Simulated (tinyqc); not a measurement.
## Ionisation constants from two fields

Question. alpha_n = an exp(-bn/E). Find bn and an.

alpha_n at 217 and 396 kV/cm (1/cm): [2408.8991, 30584.140]

Solution. ln alpha is a straight line in 1/E with slope -bn and intercept ln an.

bn = 1.220e6 V/cm
an = 6.660e5 1/cm

Numbers from tinyqc (`OMP_NUM_THREADS=1 python tinyqc.py 2120138 2120139 out.jsonl`; about 0.05 s on one thread of a shared Intel Xeon 2.30GHz).
